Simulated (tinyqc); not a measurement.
Comparisons within one model: sp3s* tight binding. A value that a table varies takes the place of the one given here.

sp3s* tight binding, nearest neighbours only: anion (a) at 0, cation (c) at a/4 (1,1,1), orbitals s, px, py, pz, s* on each; k in units of 2 pi/a. With phases e_j = exp(i (pi/2) k.n_j) for n = (1,1,1), (1,-1,-1), (-1,1,-1), (-1,-1,1): g0 = (e1+e2+e3+e4)/4, g1 = (e1+e2-e3-e4)/4, g2 = (e1-e2+e3-e4)/4, g3 = (e1-e2-e3+e4)/4. The diagonal holds the levels Esa, Epa, Exa (s*) and Esc, Epc, Exc. Anion-cation block: <sa|sc> = Vss g0; <sa|xc> = Vsapc g1; <xa|sc> = -Vscpa g1; <xa|xc> = Vxx g0; <xa|yc> = <ya|xc> = Vxy g3, <xa|zc> = <za|xc> = Vxy g2, <ya|zc> = <za|yc> = Vxy g1; <s*a|xc> = Vxapc g1; <xa|s*c> = -Vpaxc g1; y and z take g2 and g3 in place of g1; s-s* and s*-s* vanish.

Values chosen for the exercise (near a published set for SiC, fitted to gaps, whose masses and valley positions are rough; the results hold for these values, not for the real material): Esa = -8.391 eV (s level of the anion); Epa = 2.153 eV (p level of the anion); Esc = -4.876 eV (s level of the cation); Epc = 4.349 eV (p level of the cation); Exa = 9.522 eV (s* level of the anion); Exc = 9.25 eV (s* level of the cation); Vss = -12.427 eV (s-s); Vxx = 3.026 eV (px-px); Vxy = 5.958 eV (px-py); Vsapc = 9.38 eV (s anion, p cation); Vscpa = 9.078 eV (s cation, p anion); Vxapc = 8.697 eV (s* anion, p cation); Vpaxc = 4.383 eV (p anion, s* cation); eta = 1.8 (scaling exponent); D001 = 0.73 (ratio -ezz/exx).

## What the s* orbital does

The s* couplings Vxapc and Vpaxc are scaled by f; f = 0 is the plain sp3 model. Gaps from the top of the valence band at Gamma; the Delta value is the minimum on (x,0,0), 0.5 <= x <= 1.

Gaps (eV):
```
f      Gamma   Delta       L  x of the minimum
0.00  5.8852  7.1425  7.1953             0.500
0.25  5.8852  6.7468  6.8412             0.500
0.50  5.8852  5.6373  5.9575             0.784
0.75  5.8852  3.8816  4.7576             1.000
0.90  5.8852  2.8646  3.9813             1.000
1.00  5.8852  2.2075  3.4607             1.000
1.10  5.8852  1.5688  2.9437             1.000
```

The gap at Gamma stays, since g1 to g3 vanish there. From f = 0 to 1 the s* levels lower the Delta value by 4.935 eV and L by 3.735 eV. For f = 0 and 0.25 the least value lies at x = 0.5, the end of the range: any valley further out lies above that value until s* has lowered it enough. The lowest of the three is Gamma at f = 0 and the Delta line at f = 1.

## Hydrostatic strain (sp3s* tight binding, strained)

Strain e moves each bond vector to d = (1 + e) d0 (no internal displacement for the diagonal strains used here) and k is given in fractions of the strained reciprocal cell, so the phases stay. Two-centre values Vss_sigma = Vss/4, Vsp_sigma = sqrt3 V/4 for each s-p and s*-p pair, Vpp_sigma = (Vxx + 2 Vxy)/4, Vpp_pi = (Vxx - Vxy)/4 are scaled by (d0/d)^eta and combined with the new direction cosines; the levels on the diagonal stay.

exx = eyy = ezz = e. Gaps as measured from the top of the valence band; the deformation potentials are (gap(0.01) - gap(-0.01))/0.06.

Gaps (eV):
```
e       Gamma   Delta       L  x of the minimum
-0.03  6.7398  2.2975  3.6322             1.000
-0.02  6.4466  2.2658  3.5751             1.000
-0.01  6.1619  2.2358  3.5179             1.000
0.00   5.8852  2.2075  3.4607             1.000
0.01   5.6164  2.1808  3.4034             1.000
0.02   5.3551  2.1556  3.3459             1.000
0.03   5.1011  2.1318  3.2884             1.000
```

gap deformation potentials (eV): Gamma -9.091, Delta -0.917, L -1.909

Per unit of volume strain the gaps move by -9.09 (Gamma), -0.92 (Delta) and -1.91 eV (L). The lowest valley stays the Delta line over the range. These potentials follow from the one exponent eta, which fitted models replace by one for each integral; with it the sizes are rough, the sign for Delta can be wrong (in Si, Ge and the III-V crystals measured values are small and positive), and the pressures at which valleys cross, and which valley takes over, are rough too. A gap of zero, where one is listed, marks an s level that has sunk below the valence top.

## Biaxial strain splits the top of the valence band (sp3s* tight binding, strained)

No spin-orbit coupling; k = 0; exx = eyy = e, ezz = -D001 e. The four bonds keep equal lengths, and the sums over them give Vxx(e) for px and py and Vzz(e) for pz; each level is the lower root of [[Epa, V], [V, Epc]], and the s level the upper root of the s block. The shear potential b follows from E(x,y) - E(z) = 3 b (exx - ezz), taken as the slope between e = -0.005 and 0.005.

Couplings and levels at Gamma (eV):
```
e           ezz  Vxx(e)  Vzz(e)   E(x,y)     E(z)  E(x,y) - E(z) (meV)  upper s level
-0.020   0.0146  2.9304  3.3549   0.1216  -0.2790                400.6         6.1039
-0.010   0.0073  2.9793  3.1885   0.0758  -0.1212                197.1         6.0107
-0.005   0.0037  3.0029  3.1067   0.0536  -0.0441                 97.7         5.9640
0.005   -0.0037  3.0486  2.9463   0.0107   0.1068                -96.1         5.8702
0.010   -0.0073  3.0706  2.8675  -0.0100   0.1805               -190.5         5.8232
0.020   -0.0146  3.1131  2.7129  -0.0501   0.3243               -374.4         5.7290
```

b = -3.734 eV

Under tension in the plane (e > 0) the bonds tilt towards the plane, Vxx grows to 3.0706 and Vzz falls to 2.8675 eV at e = 0.01, and the pz state forms the top of the valence band, by 190.5 meV; under compression (e = -0.01) the px, py pair does, by 197.1 meV. The slope gives b = -3.73 eV, a rough value, since on-site strain terms are left out (measured values lie near -2 eV).

## What each parameter does

Gaps from the top of the valence band at Gamma; Delta is the minimum on (x,0,0), 0.5 <= x <= 1. Each row changes one parameter from the base and keeps the others.

Results:
```
case              Ev (eV)  gap Gamma (eV)  gap Delta (eV)  gap L (eV)
base               0.0320          5.8852          2.2075      3.4607
Vxx = 2.726 eV     0.3122          5.6050          1.9273      3.2000
Esc = -5.176 eV    0.0320          5.7151          2.2075      3.4443
Epc = 4.649 eV     0.1277          5.7894          2.2050      3.4460
Vpaxc = 4.083 eV   0.0320          5.8852          2.2075      3.4661
Vxy = 6.158 eV     0.0320          5.8852          2.2075      3.4863
Vxapc = 8.897 eV   0.0320          5.8852          2.0589      3.3435
```

The largest shifts from the base row, up to three for each result and ties (the steps differ in size, so this ranks the rows, not the parameters). Ev (eV): Vxx +0.2802, Epc +0.0958; unchanged at the printed digits by Esc, Vpaxc, Vxy and Vxapc. gap Gamma (eV): Vxx -0.2802, Esc -0.1701, Epc -0.0958; unchanged at the printed digits by Vpaxc, Vxy and Vxapc. gap Delta (eV): Vxx -0.2802, Vxapc -0.1486, Epc -0.0025; unchanged at the printed digits by Esc, Vpaxc and Vxy. gap L (eV): Vxx -0.2606, Vxapc -0.1171, Vxy +0.0257. Vpaxc, Vxy and Vxapc cannot move Ev or the gap at Gamma, whose blocks do not hold them; s parameters never move Ev, and move the gap only where the lowest empty level at Gamma is s-like.

Run: tinyqc, `OMP_NUM_THREADS=1 python tinyqc.py 1451421 1451422 out.jsonl`; Intel(R) Xeon(R) Processor @ 2.30GHz, one thread, shared host; about 0.06 s of CPU time with all checks.
